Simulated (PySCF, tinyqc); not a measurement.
RHF in the sto-6g basis, for H3-, spin multiplicity 1, step by step. The basis has no diffuse functions, so it cannot describe the extra electron: this is an exercise in the method, not the real anion. The lowest restricted solution is unstable here: a spin-polarised one lies 0.0123 hartree lower (PySCF). Computed by tinyqc, a small Python program that keeps every step (integrals from PySCF). Settings: charge = -1, multiplicity = 1, basis = sto-6g, energy threshold = 1e-09, iteration cap = 64, orthogonalisation = canonical, start = highest core orbitals, DIIS depth = 0, method = RHF. Command: `OMP_NUM_THREADS=1 python tinyqc.py 30040 30041 out.jsonl` (the two numbers bound the seeds that draw the settings). One thread of a shared host (Intel(R) Xeon(R) Processor @ 2.60GHz), about 0.05 s of CPU time with the checks. Later iterations appear only in the table of the cycle.

## One-electron integrals

Geometry (angstrom):
```
atom        x        y         z
H     0.00000  0.00000   0.00000
H     0.00000  0.00000   1.50900
H     0.00000  0.69700  -1.33900
```

Basis sto-6g: exponents (1/bohr^2) and contraction coefficients of normalised primitives:
```
element  l (shell)  exponent  coefficient
H            s (1)  35.52322      0.00916
H            s (1)   6.51314      0.04936
H            s (1)   1.82214      0.16854
H            s (1)   0.62596      0.37056
H            s (1)   0.24308      0.41649
H            s (1)   0.10011      0.13033
```

Overlap, kinetic and nuclear-attraction integrals over the contracted functions; the nuclear repulsion is the sum of Za Zb / Rab.

nuclear repulsion = 0.8817149 hartree

overlap S, order 1H 1s, 2H 1s, 3H 1s:
```
[[1.00000, 0.25354, 0.25334],
 [0.25354, 1.00000, 0.02451],
 [0.25334, 0.02451, 1.00000]]
```

kinetic energy T (hartree), order 1H 1s, 2H 1s, 3H 1s:
```
[[0.76852, 0.00827, 0.00822],
 [0.00827, 0.76852, -0.00622],
 [0.00822, -0.00622, 0.76852]]
```

nuclear attraction V (hartree), order 1H 1s, 2H 1s, 3H 1s:
```
[[-1.93810, -0.38971, -0.38934],
 [-0.38971, -1.76937, -0.03399],
 [-0.38934, -0.03399, -1.76925]]
```

core Hamiltonian H = T + V (hartree), order 1H 1s, 2H 1s, 3H 1s:
```
[[-1.16958, -0.38144, -0.38112],
 [-0.38144, -1.00085, -0.04020],
 [-0.38112, -0.04020, -1.00073]]
```

## Two-electron integrals

Functions are numbered as in S; the eight-fold symmetry (ij|kl) = (ji|kl) = (kl|ij) leaves the list below.

Two-electron integrals (ij|kl) in chemists' order, unique and non-zero (hartree):
```
(11|11) 0.77500   (21|11) 0.13543   (21|21) 0.03637   (22|11) 0.34395
(22|21) 0.13543   (22|22) 0.77500   (31|11) 0.13530   (31|21) 0.02305
(31|22) 0.06173   (31|31) 0.03631   (32|11) 0.01206   (32|21) 0.00272
(32|22) 0.00908   (32|31) 0.00272   (32|32) 0.00026   (33|11) 0.34384
(33|21) 0.06177   (33|22) 0.18046   (33|31) 0.13530   (33|32) 0.00908
(33|33) 0.77500
```

## Orthogonalisation

S = U s U^T; canonical form X = U s^(-1/2), so that X^T S X = 1. Each column of U has its largest component positive (the first on a tie).

eigenvalues of S: [0.65362, 0.97549, 1.37089]

X, order 1H 1s, 2H 1s, 3H 1s:
```
[[0.88944, -0.00005, 0.59352],
 [-0.60807, -0.71565, 0.43442],
 [-0.60752, 0.71622, 0.43413]]
```

## Starting guess

The start is the highest orbitals of the core Hamiltonian (a deliberately bad start); D = 2 C_occ C_occ^T.

D at the start, order 1H 1s, 2H 1s, 3H 1s:
```
[[1.03420, -0.99998, -0.99888],
 [-0.99998, 1.99085, -0.05930],
 [-0.99888, -0.05930, 1.99106]]
```

## Iteration 1: building the Fock matrix

J_ij = sum D_kl (ij|kl), K_ij = sum D_kl (ik|jl); F = H + J - 0.5 K; E = tr D H + tr D J / 2 - 0.25 tr D K + E_nn.

Coulomb J (hartree), order 1H 1s, 2H 1s, 3H 1s:
```
[[1.62829, 0.41356, 0.41326],
 [0.41356, 1.86267, 0.03771],
 [0.41326, 0.03771, 1.86302]]
```

exchange K (hartree), order 1H 1s, 2H 1s, 3H 1s:
```
[[0.40233, -0.00412, -0.00392],
 [-0.00412, 1.30367, -0.07961],
 [-0.00392, -0.07961, 1.30432]]
```

Fock matrix F (hartree), order 1H 1s, 2H 1s, 3H 1s:
```
[[0.25754, 0.03417, 0.03409],
 [0.03417, 0.20999, 0.03731],
 [0.03409, 0.03731, 0.21013]]
```

total energy of this density = -0.4701176 hartree

## Iteration 1: diagonalisation and new density

Diagonalise F' = X^T F X, C = X C', fill 2 alpha and 2 beta electrons from the bottom; D = 2 C_occ C_occ^T. Each column has its largest component positive (the first on a tie).

F' = X^T F X (hartree):
```
[[0.31270, -0.00012, 0.00711],
 [-0.00012, 0.17709, 0.00004],
 [0.00711, 0.00004, 0.21922]]
```

orbital energies (hartree): [0.17709, 0.21868, 0.31324]

coefficients C, order 1H 1s, 2H 1s, 3H 1s:
```
[[-0.00020, 0.52474, 0.93167],
 [0.71669, 0.47826, -0.57293],
 [-0.71518, 0.47950, -0.57369]]
```

D after iteration 1, order 1H 1s, 2H 1s, 3H 1s:
```
[[0.55071, 0.50164, 0.50351],
 [0.50164, 1.48475, -0.56647],
 [0.50351, -0.56647, 1.48280]]
```

## Iteration 2: building the Fock matrix

As before.

Coulomb J (hartree), order 1H 1s, 2H 1s, 3H 1s:
```
[[1.70580, 0.42388, 0.42341],
 [0.42388, 1.79545, 0.03875],
 [0.42341, 0.03875, 1.79441]]
```

exchange K (hartree), order 1H 1s, 2H 1s, 3H 1s:
```
[[0.78067, 0.45165, 0.45167],
 [0.45165, 1.29943, 0.00206],
 [0.45167, 0.00206, 1.29824]]
```

Fock matrix F (hartree), order 1H 1s, 2H 1s, 3H 1s:
```
[[0.14589, -0.18339, -0.18355],
 [-0.18339, 0.14489, -0.00248],
 [-0.18355, -0.00248, 0.14456]]
```

total energy of this density = -1.2138541 hartree

## Iteration 2: diagonalisation and new density

As before.

F' = X^T F X (hartree):
```
[[0.61724, -0.00007, -0.00744],
 [-0.00007, 0.15090, -0.00023],
 [-0.00744, -0.00023, -0.08411]]
```

orbital energies (hartree): [-0.08419, 0.15090, 0.61732]

coefficients C, order 1H 1s, 2H 1s, 3H 1s:
```
[[0.60292, 0.00051, 0.88310],
 [0.42726, 0.71615, -0.61254],
 [0.42835, -0.71572, -0.61219]]
```

D after iteration 2, order 1H 1s, 2H 1s, 3H 1s:
```
[[0.72703, 0.51594, 0.51579],
 [0.51594, 1.39084, -0.65909],
 [0.51579, -0.65909, 1.39147]]
```

## Iteration 3: building the Fock matrix

As before.

Coulomb J (hartree), order 1H 1s, 2H 1s, 3H 1s:
```
[[1.78370, 0.43050, 0.43015],
 [0.43050, 1.77053, 0.03929],
 [0.43015, 0.03929, 1.77071]]
```

exchange K (hartree), order 1H 1s, 2H 1s, 3H 1s:
```
[[0.91350, 0.46246, 0.46210],
 [0.46246, 1.23529, -0.01058],
 [0.46210, -0.01058, 1.23556]]
```

Fock matrix F (hartree), order 1H 1s, 2H 1s, 3H 1s:
```
[[0.15737, -0.18217, -0.18202],
 [-0.18217, 0.15204, 0.00438],
 [-0.18202, 0.00438, 0.15221]]
```

total energy of this density = -1.2245028 hartree

## Iteration 3: diagonalisation and new density

As before.

F' = X^T F X (hartree):
```
[[0.63389, -0.00009, -0.00884],
 [-0.00009, 0.15145, 0.00006],
 [-0.00884, 0.00006, -0.07327]]
```

orbital energies (hartree): [-0.07338, 0.15145, 0.63400]

coefficients C, order 1H 1s, 2H 1s, 3H 1s:
```
[[0.60459, 0.00027, 0.88196],
 [0.42699, -0.71564, -0.61332],
 [0.42630, 0.71623, -0.61303]]
```

D after iteration 3, order 1H 1s, 2H 1s, 3H 1s:
```
[[0.73105, 0.51592, 0.51586],
 [0.51592, 1.38893, -0.66107],
 [0.51586, -0.66107, 1.38942]]
```

## Iteration 4: building the Fock matrix

As before.

Coulomb J (hartree), order 1H 1s, 2H 1s, 3H 1s:
```
[[1.78542, 0.43065, 0.43030],
 [0.43065, 1.77004, 0.03931],
 [0.43030, 0.03931, 1.77015]]
```

exchange K (hartree), order 1H 1s, 2H 1s, 3H 1s:
```
[[0.91640, 0.46260, 0.46227],
 [0.46260, 1.23392, -0.01088],
 [0.46227, -0.01088, 1.23410]]
```

Fock matrix F (hartree), order 1H 1s, 2H 1s, 3H 1s:
```
[[0.15765, -0.18209, -0.18196],
 [-0.18209, 0.15223, 0.00454],
 [-0.18196, 0.00454, 0.15237]]
```

total energy of this density = -1.2245079 hartree

## Iteration 4: diagonalisation and new density

As before.

F' = X^T F X (hartree):
```
[[0.63421, -0.00009, -0.00887],
 [-0.00009, 0.15147, 0.00005],
 [-0.00887, 0.00005, -0.07298]]
```

orbital energies (hartree): [-0.07309, 0.15147, 0.63432]

coefficients C, order 1H 1s, 2H 1s, 3H 1s:
```
[[0.60462, 0.00023, 0.88193],
 [0.42692, -0.71567, -0.61334],
 [0.42632, 0.71620, -0.61304]]
```

D after iteration 4, order 1H 1s, 2H 1s, 3H 1s:
```
[[0.73114, 0.51592, 0.51586],
 [0.51592, 1.38888, -0.66111],
 [0.51586, -0.66111, 1.38939]]
```

## Iteration 6 (converged): orbitals

converged F (hartree), order 1H 1s, 2H 1s, 3H 1s:
```
[[0.15765, -0.18209, -0.18196],
 [-0.18209, 0.15223, 0.00455],
 [-0.18196, 0.00455, 0.15238]]
```

As before.

F' = X^T F X (hartree):
```
[[0.63422, -0.00009, -0.00887],
 [-0.00009, 0.15147, 0.00005],
 [-0.00887, 0.00005, -0.07297]]
```

orbital energies (hartree): [-0.07308, 0.15147, 0.63433]

coefficients C, order 1H 1s, 2H 1s, 3H 1s:
```
[[0.60462, 0.00023, 0.88193],
 [0.42693, -0.71567, -0.61334],
 [0.42632, 0.71620, -0.61304]]
```

D after iteration 6, order 1H 1s, 2H 1s, 3H 1s:
```
[[0.73114, 0.51592, 0.51586],
 [0.51592, 1.38888, -0.66111],
 [0.51586, -0.66111, 1.38939]]
```

## Convergence

Stop when the energy changes by less than 1e-09 hartree and every element of the error matrix X^T (F D S - S D F) X is below 9e-06.

Course of the cycle:
```
iteration  E (hartree)     change  largest element of the error matrix
1           -0.4701176          -                             5.65e-02
2           -1.2138541  -7.44e-01                             1.20e-01
3           -1.2245028  -1.06e-02                             2.67e-03
4           -1.2245079  -5.15e-06                             5.67e-05
5           -1.2245079  -2.33e-09                             1.20e-06
6           -1.2245079  -1.24e-12                             5.22e-08
```

PySCF RHF in the same basis = -1.2245079 hartree

Converged in 6 iterations.

## Populations, bond orders and dipole

Mulliken: Z minus the diagonal of D S on the atom; Loewdin: the same with S^(1/2) D S^(1/2); Mayer order: 2 sum_s sum (D(s) S)_ij (D(s) S)_ji over the two atoms.

Charges (e):
```
atom  Mulliken   Loewdin
1H     0.00736   0.00910
2H    -0.50349  -0.50435
3H    -0.50388  -0.50475
```

Mayer bond orders:
```
pair    order
2-1   0.50017
3-1   0.49978
3-2   0.24633
```

dipole moment about the origin, x y z (debye): [0.00000, -1.68689, -0.40864]
